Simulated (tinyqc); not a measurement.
Inside a calculation. Method: Ewald sum of point charges, fluorite lattice. Computed by tinyqc, a small Python program that keeps every step. Command: `OMP_NUM_THREADS=1 python tinyqc.py 28429 28430 out.jsonl` (the two numbers bound the seeds that draw the settings). One thread of a shared host (Intel(R) Xeon(R) Processor @ 2.60GHz), about 0.05 s of CPU time with the checks.

## Ewald sum with eta = 0.456 1/bohr

cell vectors (rows) (bohr):
```
          1         2         3
1  0.000000  4.115000  4.115000
2  4.115000  0.000000  4.115000
3  4.115000  4.115000  0.000000
```

Charges:
```
q                f1        f2        f3
4.000000   0.000000  0.000000  0.000000
-2.000000  0.250000  0.250000  0.250000
-2.000000  0.750000  0.750000  0.750000
```

Real space: 1/2 sum q_i q_j erfc(eta r)/r over all images with r > 0; reciprocal space: (2 pi/V) sum_(G != 0) exp(-G^2/4 eta^2)/G^2 |S(G)|^2 with S(G) = sum q exp(i G.r); self term -eta/sqrt(pi) sum q^2; background -pi Q^2/(2 V eta^2), Q the total charge.

Real-space shells (first ones):
```
r (bohr)   pairs  sum (hartree)
3.563695      16      -0.387062
4.115000      12       0.046436
5.819489      36       0.004326
6.823956      48      -0.000304
7.127389      16       0.000019
8.230000      18       9.73e-07
8.968435      48      -1.57e-07
9.201420      48       3.09e-08
10.079650     72       2.29e-09
10.691084     64      -1.29e-10
11.638978     36              0
12.172334     96              0
```

Reciprocal shells (first ones that count):
```
G^2 (1/bohr^2)  vectors  sum (hartree)
1.748563              8       0.403235
2.331418              6       0.450198
6.411398             24       0.001213
6.994253              8       0.000735
11.074233            24       2.58e-06
11.657088            24       4.87e-06
15.737068            32       8.90e-09
```

## The total does not depend on eta

The same sums for other eta.

Totals (hartree per cell):
```
eta            real  reciprocal       self  background        total
0.456000  -0.336584    0.855388  -6.174491    0.000000  -5.65568662
0.609000  -0.036228    2.626736  -8.246195    0.000000  -5.65568662
0.738000  -0.003484    4.340724  -9.992926    0.000000  -5.65568662
```

shortest distance = 3.563695 bohr

Madelung constant -E d / (formula units |q+ q-|) = 2.519392
